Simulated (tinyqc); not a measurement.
# Front-illuminated p-i-n photodiode, quantum efficiency and bandwidth: what changes with what

Light enters through a p layer (0 to xp), a depleted layer (xp to xp + wi) and a thick n substrate, decaying as exp(-al x); one pass, no back reflection. Carriers made in the depleted layer are all collected; those in the neutral layers diffuse.

Values chosen for this exercise; values close to those of germanium at this wavelength:
```
symbol,value,unit,meaning
lam,1550,nm,wavelength
al,1550,1/cm,absorption coefficient
Rf,0.1,,reflectance of the front face
eps_r,16.6,,relative permittivity
xp,0.098,um,thickness of the front p layer
wi,2.7,um,thickness of the depleted layer
Dn,14,cm^2/s,electron diffusion coefficient in the p layer
Ln,17,um,electron diffusion length in the p layer
S,1e6,cm/s,recombination velocity of the front surface
Lp,23,um,hole diffusion length in the thick n substrate
ve,6.27e6,cm/s,electron drift velocity
vh,4.25e6,cm/s,hole drift velocity
dia,51,um,diameter
RL,50,ohm,load resistance
Cp,9,fF,parasitic capacitance
```

Constants: q = 1.602176634e-19 C, h = 6.62607015e-34 J s, c = 299792458 m/s, eps0 = 8.8541878128e-14 F/cm where lengths are in cm. Results are converted to the units shown.

Each table varies one quantity; the others keep the values above.

## Efficiency and bandwidth against the thickness of the depleted layer

k = al Ln, s = S Ln/Dn, e = exp(-al xp); front layer f1 = (k/(k^2 - 1)) {[s + k - e (s cosh(xp/Ln) + sinh(xp/Ln))]/[s sinh(xp/Ln) + cosh(xp/Ln)] - k e}; depleted layer f2 = e (1 - exp(-al wi)); substrate f3 = e exp(-al wi) al Lp/(1 + al Lp); external efficiency (1 - Rf)(f1 + f2 + f3); responsivity = efficiency q lam/(h c). Drift response for pairs made in the depleted layer, a = al wi, g = 1 - exp(-a), u = 2 pi i f, te = wi/ve, th = wi/vh: electrons He = [g - a (exp(-a) - exp(-u te))/(u te - a)]/(u te g), holes Hh = [g - a (1 - exp(-a - u th))/(a + u th)]/(u th g); C = eps0 eps_r pi (dia/2)^2/wi + Cp; total |He + Hh|/sqrt(1 + (2 pi f RL C)^2), for the current of the depleted layer alone. Limits are the frequencies at which each factor falls to 1/sqrt(2); inverse-square sum (f_transit^-2 + f_RC^-2)^(-1/2); the diffusion currents f1 and f3 are left out of the bandwidth.

Results:

| wi (um) | f2 | f1 + f3 | responsivity (A/W) | transit limit (GHz) | RC limit (GHz) | 3 dB bandwidth (GHz) | inverse-square sum (GHz) | bandwidth x (1 - Rf) f2 (GHz) |
|---|---|---|---|---|---|---|---|---|
| 0.34 | 0.05056 | 0.7416 | 0.8913 | 80.25 | 3.568 | 3.563 | 3.565 | 0.1621 |
| 0.57 | 0.08328 | 0.7161 | 0.8994 | 47.99 | 5.941 | 5.879 | 5.896 | 0.4406 |
| 0.95 | 0.1349 | 0.6758 | 0.9121 | 28.92 | 9.792 | 9.110 | 9.275 | 1.106 |
| 1.6 | 0.2163 | 0.6122 | 0.9322 | 17.29 | 16.19 | 11.27 | 11.82 | 2.195 |
| 2.7 | 0.3368 | 0.5181 | 0.9619 | 10.37 | 26.48 | 9.417 | 9.653 | 2.854 |
| 4.5 | 0.4946 | 0.3949 | 1.001 | 6.332 | 42.04 | 6.230 | 6.261 | 2.773 |
| 7.6 | 0.6817 | 0.2488 | 1.047 | 3.852 | 65.62 | 3.842 | 3.845 | 2.357 |
| 22 | 0.9524 | 0.03738 | 1.114 | 1.408 | 140.5 | 1.407 | 1.407 | 1.206 |

Estimate the missing row, wi = 13 um.

Computed row:

| wi (um) | f2 | f1 + f3 | responsivity (A/W) | transit limit (GHz) | RC limit (GHz) | 3 dB bandwidth (GHz) | inverse-square sum (GHz) | bandwidth x (1 - Rf) f2 (GHz) |
|---|---|---|---|---|---|---|---|---|
| 13 | 0.8536 | 0.1145 | 1.089 | 2.330 | 99.17 | 2.329 | 2.329 | 1.789 |

With this row back in the table: As wi goes from 0.34 to 22, the responsivity rises from 0.891 to 1.11 A/W and the bandwidth goes from 3.56 through a maximum of 11.3 (at wi = 1.6 among the rows listed) to 1.41 GHz. The RC limit is the lower one for wi = 0.34, 0.57, 0.95, 1.6, the transit limit elsewhere. Adding inverse squares of the two limits is within 4.8 % of the full result. The product of bandwidth and fast efficiency goes from 0.162 through a maximum of 2.85 (at wi = 2.7 among the rows listed) to 1.21 GHz. For wi = 0.34, 0.57, 0.95, 1.6, 2.7, 4.5, 7.6 the diffusion currents exceed 0.3 of the drift current; their own response times, left out, may then shape the whole response.

## Efficiency and bandwidth against the diameter

Same model as above.

The same in every row: f2 = 0.3368; f1 + f3 = 0.5181; responsivity (A/W) = 0.9619; transit limit (GHz) = 10.37.

Efficiency and bandwidth against the diameter:

| dia (um) | RC limit (GHz) | 3 dB bandwidth (GHz) | inverse-square sum (GHz) | bandwidth x (1 - Rf) f2 (GHz) |
|---|---|---|---|---|
| 5 | 316.1 | 10.36 | 10.36 | 3.140 |
| 10 | 239.8 | 10.35 | 10.36 | 3.138 |
| 20 | 121.9 | 10.31 | 10.33 | 3.126 |
| 50 | 27.47 | 9.472 | 9.698 | 2.871 |
| 100 | 7.292 | 5.721 | 5.964 | 1.734 |
| 200 | 1.852 | 1.812 | 1.823 | 0.5492 |
| 500 | 0.2976 | 0.2974 | 0.2974 | 0.09014 |
| 1000 | 0.07443 | 0.07443 | 0.07443 | 0.02256 |

As dia goes from 5 to 1000, the responsivity stays at 0.962 A/W and the bandwidth falls from 10.4 to 0.0744 GHz. The RC limit is the lower one for dia = 100, 200, 500, 1000, the transit limit elsewhere. Adding inverse squares of the two limits is within 4.2 % of the full result. In every row the diffusion currents exceed 0.3 of the drift current; their own response times, left out, may then shape the whole response.

tinyqc, about 0.01 s, one thread, Intel Xeon 2.30GHz (shared host): `OMP_NUM_THREADS=1 python tinyqc.py 2250043 2250044 out.jsonl`
